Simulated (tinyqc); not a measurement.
# From ratio v(1)/v(theta_0) back to exchange current of the accelerated surface i_1

Model: bottom-up copper filling of a trench by curvature-enhanced accelerator coverage. Computed by tinyqc, a small Python program. Command: `OMP_NUM_THREADS=1 python tinyqc.py 3004495 3004496 out.jsonl superfill inv`. One thread of a shared host (Intel(R) Xeon(R) Processor @ 2.30GHz), about 0.01 s of CPU time with the checks.

A rectangular trench keeps vertical walls and a flat floor. An accelerator floats on the surface; where area is lost in the corners it is passed on to the floor.

Inputs (values chosen for the exercise, close to those used for damascene copper plating):

| quantity | value | unit |
|---|---|---|
| exchange current of the suppressed surface i_0 | 0.019 | mA/cm^2 |
| transfer coefficient alpha | 0.46 | - |
| overpotential eta | 0.13 | V |
| starting coverage theta_0 | 0.0083 | - |
| cupric ion concentration C | 0.83 | mol/l |
| diffusivity D | 5.8e-06 | cm^2/s |
| boundary layer delta | 45 | um |
| temperature T | 298 | K |

Constants: e = 1.602176634e-19 C; N_A = 6.02214076e+23 1/mol; k_B = 8.617333262e-05 eV/K.

Method. Kinetic current i_k = [i_0 (1 - theta) + i_1 theta] exp(alpha eta/(k_B T)), limit i_L = 2 F D C/delta, i = 1/(1/i_k + 1/i_L); velocity v = i Omega/(2F), Omega = 7.11 cm^3/mol, F = e N_A. Depletion inside the trench is ignored.

Problem. A run gave the result below. Find the exchange current of the accelerated surface i_1, known to lie between 1.1 and 2.6 mA/cm^2.

ratio v(1)/v(theta_0) = 45.61121

Solution.

Each step takes the trial c = (a f_b - b f_a)/(f_b - f_a), f being the result less the target and a, b, c the logarithms of the listed values; c replaces end b, the old b replaces a if the sign of f changed, and otherwise f_a is halved.

Scan of the range:

| exchange current of the accelerated surface i_1 (mA/cm^2) | ratio v(1)/v(theta_0) |
|---|---|
| 1.10 | 37.3372 |
| 1.27 | 40.7140 |
| 1.47 | 44.1959 |
| 1.69 | 47.5077 |
| 1.95 | 50.8386 |
| 2.25 | 54.0386 |
| 2.60 | 57.0720 |

False position (Illinois rule, in the logarithm of the input) inside the bracket:

| step | end a | end b | trial | ratio v(1)/v(theta_0) |
|---|---|---|---|---|
| 1 | 1.47000 | 1.69000 | 1.56028 | 45.6154 |
| 2 | 1.47000 | 1.56028 | 1.55973 | 45.6070 |
| 3 | 1.56028 | 1.55973 | 1.56000 | 45.6112 |

Ratio v(1)/v(theta_0) rises at every point of a 13-point scan of the range (every second point is shown), so one value fits; it is bracketed by 1.47 and 1.69. Answer: exchange current of the accelerated surface i_1 = 1.560 mA/cm^2.
